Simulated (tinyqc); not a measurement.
p-type polysilicon, carrier trapping at grain boundaries: one step of the calculation.

One-dimensional grains of size Lg, uniform ionised doping N, monovalent traps Qt at each boundary at a depth Et below (for electrons) or above (for holes) the band edge there, abrupt depletion of width W on each side of a boundary, Boltzmann statistics. xi is the distance from the band edge at the grain centre to the Fermi level. Trapped charge Qt/(1 + exp((xi + VB - Et)/Vt)) = 2 N W, barrier VB = q N W^2/(2 eps0 eps_r).

Question. Depletion width, Fermi level and barrier. If the trap equation with xi = Vt ln(NB/N) has a root W < Lg/2, the grain is partly depleted; otherwise W = Lg/2 and the trap equation gives xi = Et - VB + Vt ln(Qt/(N Lg) - 1). N* = Qt/Lg.

Values chosen for this exercise; values of the order met in polycrystalline silicon:

| symbol | value | unit | meaning |
|---|---|---|---|
| T | 300 | K | temperature |
| eps_r | 11.7 |  | relative permittivity |
| NB | 2.65e19 | cm^-3 | valence-band density of states at T |
| Lg | 120 | nm | grain size |
| Qt | 8.2e11 | cm^-2 | trap density of a grain boundary |
| Et | 0.34 | eV | depth of the trap level from the majority band edge at the boundary |
| N | 4.7e17 | cm^-3 | doping |

Constants: q = 1.602176634e-19 C, kB = 1.380649e-23 J/K, Vt = kB T/q, eps0 = 8.8541878128e-14 F/cm where lengths are in cm. Results are converted to the units shown.

Give: N*; W; xi; VB; share of traps filled.

Answer.

N* = 6.8333e16 cm^-3
W = 8.7206 nm
xi = 0.10424 V
VB = 0.027640 V
share of traps filled = 0.99968

N is 6.88 N*, and the grain is partly depleted; VB = 1.07 Vt.

Numbers from tinyqc (`OMP_NUM_THREADS=1 python tinyqc.py 2830173 2830174 out.jsonl`; about 0.01 s on one thread of a shared Intel Xeon 2.30GHz).
